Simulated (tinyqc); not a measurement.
Three-phonon processes in a diatomic chain: dispersion, energy and momentum conservation, and decay channels of optical phonons: one step, computed by the program tinyqc. Command: `OMP_NUM_THREADS=1 python tinyqc.py 3121535 3121536 out.jsonl threeph walk`. One thread of a shared host (Intel(R) Xeon(R) Processor @ 2.30GHz), about 0.04 s of CPU time with the checks.

Cell length a, two atoms, one spring constant. x = q a/pi runs from -1 to 1; A and O are the acoustic and optical branches. Matrix elements are not computed: only conservation laws and occupation factors are followed.

Problem. Dispersion. omega^2 = k (1/m + 1/M) -/+ k sqrt((1/m + 1/M)^2 - 4 sin^2(pi x/2)/(m M)); nu = 15.6333042 THz x sqrt(omega^2) for eV/(angstrom^2 u).

Inputs (values chosen for the exercise, for a model chain): light mass m = 14 u; heavy mass M = 49.6 u; spring constant k = 5 eV/angstrom^2.

Constants: nu for 1 eV/(angstrom^2 u) = 15.6333042 THz.

Give: the table «Branches» with the columns nu_A (THz), nu_O (THz), for x = 0.10, 0.20, 0.35, 0.50, 0.65, 0.80, 0.90, 1.00.

Solution.

Branches:
```
x     nu_A (THz)  nu_O (THz)
0.10       0.972       14.93
0.20       1.932       14.84
0.35       3.322       14.59
0.50       4.607       14.23
0.65       5.720       13.82
0.80       6.560       13.45
0.90       6.900       13.28
1.00       7.020       13.21
```
